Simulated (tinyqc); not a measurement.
Inside a calculation. Method: inverse iteration on a symmetric matrix. Computed by tinyqc, a small Python program that keeps every step. Settings: method = inverse, shift = 0.34. Command: `OMP_NUM_THREADS=1 python tinyqc.py 22270 22271 out.jsonl` (the two numbers bound the seeds that draw the settings). One thread of a shared host (Intel(R) Xeon(R) Processor @ 2.60GHz), about 0.01 s of CPU time with the checks.

## Step 1

A:
$$\begin{pmatrix}
0.502000 & 0.065000 & 0.553000 & 0.656000 & 0.082000 & -0.061000 \\
0.065000 & 0.626000 & -0.315000 & 0.228000 & -0.041000 & 0.385000 \\
0.553000 & -0.315000 & 1.242000 & 0.797000 & -0.909000 & -0.329000 \\
0.656000 & 0.228000 & 0.797000 & 1.248000 & -0.220000 & 0.669000 \\
0.082000 & -0.041000 & -0.909000 & -0.220000 & 2.034000 & -0.225000 \\
-0.061000 & 0.385000 & -0.329000 & 0.669000 & -0.225000 & 2.068000
\end{pmatrix}$$

vector v at the start: [0.408248, 0.408248, 0.408248, 0.408248, 0.408248, 0.408248]

shift = 0.340000

solve (A - shift) w = v; v' = w/|w| with its largest component positive (the first on a tie); lambda = v'^T A v'.

vector after step 1: [0.148873, 0.229415, -0.482453, 0.787478, -0.014472, -0.268540]

Rayleigh quotient after step 1 = 0.461697

## Step 2

As before.

vector after step 2: [0.335485, 0.834026, 0.270208, -0.328246, 0.098218, -0.038019]

Rayleigh quotient after step 2 = 0.290567

## Step 3

As before.

vector after step 3: [-0.089919, 0.560856, -0.455041, 0.487950, -0.203556, -0.436764]

Rayleigh quotient after step 3 = 0.385171

## Course of the iteration

Stop when the residual |A v - lambda v| is below 1e-9.

Steps:
```
step      lambda  residual
1     0.46169652  7.35e-01
2     0.29056672  3.53e-01
3     0.38517064  2.96e-01
4     0.46282031  2.51e-01
5     0.51208509  2.07e-01
6     0.54220447  1.70e-01
7     0.56090268  1.39e-01
8     0.57283763  1.14e-01
9     0.58064137  9.41e-02
10    0.58582815  7.76e-02
11    0.58930923  6.39e-02
12    0.59165781  5.27e-02
13    0.59324643  4.34e-02
14    0.59432221  3.58e-02
15    0.59505100  2.95e-02
16    0.59554474  2.42e-02
17    0.59587922  2.00e-02
18    0.59610577  1.64e-02
19    0.59625920  1.35e-02
20    0.59636311  1.11e-02
21    0.59643346  9.15e-03
22    0.59648110  7.53e-03
23    0.59651335  6.20e-03
24    0.59653518  5.10e-03
25    0.59654997  4.20e-03
26    0.59655997  3.45e-03
27    0.59656675  2.84e-03
28    0.59657133  2.34e-03
29    0.59657444  1.92e-03
30    0.59657654  1.58e-03
```

all eigenvalues, for comparison: [-0.076457, 0.028153, 0.596581, 1.668151, 2.432176, 3.071395]

Not converged in 30 steps: the residual falls only by the ratio of the two smallest distances of eigenvalues from the shift, 0.82 a step.
